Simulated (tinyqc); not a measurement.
Thin-body film or fin with hard walls, valleys of the Si type, step by step. Values are carried at full precision from step to step, so a last printed digit may differ when a step is redone from the rounded ones.

Six ellipsoidal valleys with their long axes along the cube axes, mass ml along the axis and mt across it. For a valley whose axis makes the angle theta with the surface normal, 1/m_z = cos^2(theta)/ml + sin^2(theta)/mt sets the confinement; in the plane the masses are m_1 = mt and m_2 = ml mt/m_z, and m_d = sqrt(m_1 m_2).

Constants: hbar^2/2m0 = 3.80998211 eV angstrom^2; kB = 8.617333262e-05 eV/K.

Inputs chosen for the exercise (near those of Si; the results hold for these values, not for the real material):
- ml = 0.923 m0 (longitudinal mass)
- mt = 0.192 m0 (transverse mass)
- face = 110 (face of the film or side wall of the fin)
- t = 104 angstrom (body thickness)
- T = 300 K (temperature)
- g_all = 6 (number of valleys)
- Ns = 1.4 x 1e12/cm^2 (sheet density in the on state)
- alpha = 0.48 1/eV (non-parabolicity)

## Valley masses for the (110) face

Group the valleys by their angle to the normal, heaviest m_z first.

Valleys (masses in m0):
```
valleys g  cos^2(theta)     m_z     m_1     m_2     m_d
4                0.5000  0.3179  0.1920  0.5575  0.3272
2                0.0000  0.1920  0.1920  0.9230  0.4210
```

## Subband edges

A film of thickness t between hard walls, flat band inside: E_n = c (n pi/t)^2/m_z above the bulk edge, c = hbar^2/2m0. Without degeneracy the sheet density is N2 exp((EF - Ec)/kB T) with N2 = sum_i g m_d/(2 pi c) kB T exp(-E_i/kB T) over n = 1 to 40 of each group; a classical film has t Nc with Nc = 2 g_all (m_dos kB T/(4 pi c))^(3/2), m_dos = (ml mt^2)^(1/3). The threshold shift is dVt = kB T ln(t Nc/N2).

The seven lowest levels of all groups together; primes mark the lighter m_z.

Subbands:
```
label  valleys g  E (eV)
1              4  0.0109
1'             2  0.0181
2              4  0.0437
2'             2  0.0724
3              4  0.0984
3'             2  0.1630
4              4  0.1750
```

The second subband, 1', lies 7.2 meV above the first, 0.3 kB T at 300 K.

## Effective density of states and threshold shift

Sum the subbands; 1/angstrom^2 = 1e16/cm^2 and 1/angstrom^3 = 1e24/cm^3.

terms of N2 by group (1e12/cm^2): 12.19  5.082

Nc = 2.777 x 1e19/cm^3
t Nc = 28.884 x 1e12/cm^2
dVt = 13.3 mV

Confinement leaves 60 % of the classical states; the heaviest group holds 71 % of the electrons, against 67 % in the bulk.

## Filling at a given sheet density

n_i = g m_d/(2 pi c) kB T ln(1 + exp((EF - E_i)/kB T)) over the levels listed; solve sum n_i = Ns (1e12/cm^2 = 1e-4/angstrom^2); the band bending of the charge itself is left out. c = hbar^2/2m0.

EF = -0.0644 eV

n_i in the order of the list (1e12/cm^2): 0.746  0.366  0.214  0.046  0.026  0.001  0.001

The fullest subband is 1, with 53 %.

## Non-parabolic correction

Each level E0 of the list is replaced by the root of E (1 + alpha E) = E0.

Levels (eV):
```
label  parabolic  corrected
1         0.0109     0.0109
1'        0.0181     0.0180
2         0.0437     0.0429
2'        0.0724     0.0701
3         0.0984     0.0942
3'        0.1630     0.1519
4         0.1750     0.1623
```

The lowest level drops by 0.1 meV.

## Checks

- N2 of a 3000 angstrom film, summed over n to convergence, plus the half-term of the walls against t Nc, 1/angstrom^2: both 0.083319.

(tinyqc, `OMP_NUM_THREADS=1 python tinyqc.py 1251083 1251084 out.jsonl`, Intel(R) Xeon(R) Processor @ 2.30GHz, 1 thread, shared host, about 0.01 s.)
